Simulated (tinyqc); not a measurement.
MOS capacitor on a p-type substrate, surface potential from the exact charge relation: Capacitance-voltage curves.

Uniform p-type substrate, Boltzmann statistics, full ionisation, classical densities. psi is the surface potential against the body (positive when the bands bend down) and u = psi/Vt. Traps are spread evenly over the gap and neutral at flat band, so their charge is -q Dit psi; the minority quasi-Fermi level is shifted by Vb.

ni = sqrt(Nc Nv) exp(-Eg/(2 Vt)), Eg in volts; phiF = Vt ln(N/ni); Cox = eps0 eox/tox; Vfb = phiM - chi - (Eg - Vt ln(Nv/N)) - q Nf/Cox; Q0 = sqrt(2 eps0 eps_r q N Vt); r = (ni/N)^2 exp(-Vb/Vt); VT = Vfb + [(2 phiF + Vb)(1 + q Dit/Cox) + sqrt(2 eps0 eps_r q N (2 phiF + Vb))/Cox]. u = psi/Vt; F^2 = exp(-u) + u - 1 + r (exp(u) - u - 1); Qs = -sign(u) Q0 F; Cs = -dQs/dpsi = (Q0/Vt) |1 - exp(-u) + r (exp(u) - 1)|/(2 F). psi solves Vg = Vfb + psi + (q Dit psi - Qs)/Cox. Low frequency: 1/C_LF = 1/Cox + 1/(Cs + q Dit). High frequency, in the simple estimate in which traps and minority carriers do not follow: 1/C_HF = 1/Cox + 1/Cd, Cd being Cs with r = 0 at the same psi. Deep depletion: r = 0 and Dit = 0 both in the equation for psi and in Cs. Minority sheet density N_inv = (Q0/(2 q)) int_0^u r (exp(t) - 1)/F(t) dt for u > 0. N_inv under 1 cm^-2 is printed as 0. Regimes: accumulation when majority carriers gather, then depletion up to |psi| = phiF + Vb, weak inversion up to 2 phiF + Vb, strong inversion beyond.

Parameters, values chosen for the exercise; band and dielectric values close to those of silicon:
- T = 273 K (temperature)
- Eg = 1.11 eV (band gap)
- eps_r = 11.9 (relative permittivity)
- Nc = 2.4e19 cm^-3 (conduction-band density of states at T)
- Nv = 2.32e19 cm^-3 (valence-band density of states at T)
- chi = 4.08 eV (electron affinity)
- N = 1.3e18 cm^-3 (acceptor density of the substrate)
- eox = 25.3 (relative permittivity of the gate insulator (close to zirconium oxide))
- tox = 6.6 nm (insulator thickness)
- phiM = 4.95 eV (gate work function)
- Nf = 4e10 cm^-2 (fixed charge at the interface, in units of q)
- Dit = 0 cm^-2 eV^-1 (density of interface traps)
- Vb = 0 V (reverse bias of the inversion layer against the body)

Constants: q = 1.602176634e-19 C, kB = 1.380649e-23 J/K, Vt = kB T/q, eps0 = 8.8541878128e-14 F/cm where lengths are in cm. Results are converted to the units shown.

Capacitance-voltage curves:
```
Vg (V)    psi (V)  C_LF/Cox  C_HF/Cox  C_deep/Cox  N_inv (cm^-2)            regime
-0.74    -0.12703   0.90532   0.90532     0.90532              0      accumulation
-0.43   -0.085062   0.80136   0.80136     0.80136              0      accumulation
-0.12    0.031115   0.37818   0.37818     0.37818              0         depletion
0.19      0.26765   0.16494   0.16494     0.16494              0         depletion
0.5       0.53456   0.12012   0.12012     0.12012         547.17    weak inversion
0.81      0.81089  0.099177  0.099090    0.099090       5.5163e7    weak inversion
1.12       1.0483   0.65838  0.087934    0.086261      1.0337e12  strong inversion
1.43       1.1021   0.89968  0.085902    0.077397      6.3942e12  strong inversion
1.74       1.1259   0.93992  0.085050    0.070802      1.2442e13  strong inversion
2.05       1.1416   0.95688  0.084502    0.065649      1.8670e13  strong inversion
```

What does the table show?

C_LF/Cox is lowest, 0.0992, at Vg = 0.81 V (weak inversion) among the rows listed and is 0.957 in the last row, where C_HF/Cox is 0.0845 and the deep-depletion value 0.0656. Vfb = -0.174 V, where C_HF/Cox = 0.474 (Cox in series with eps0 eps_r/LD), and VT = 0.992 V. Over the last two rows psi moves by only 0.051 V a volt of gate bias, since the inversion charge screens the body. In strong accumulation and inversion degeneracy and confinement, left out here, lower the capacitance.

Numbers from tinyqc (`OMP_NUM_THREADS=1 python tinyqc.py 2060080 2060081 out.jsonl`; about 0.01 s on one thread of a shared Intel Xeon 2.30GHz).
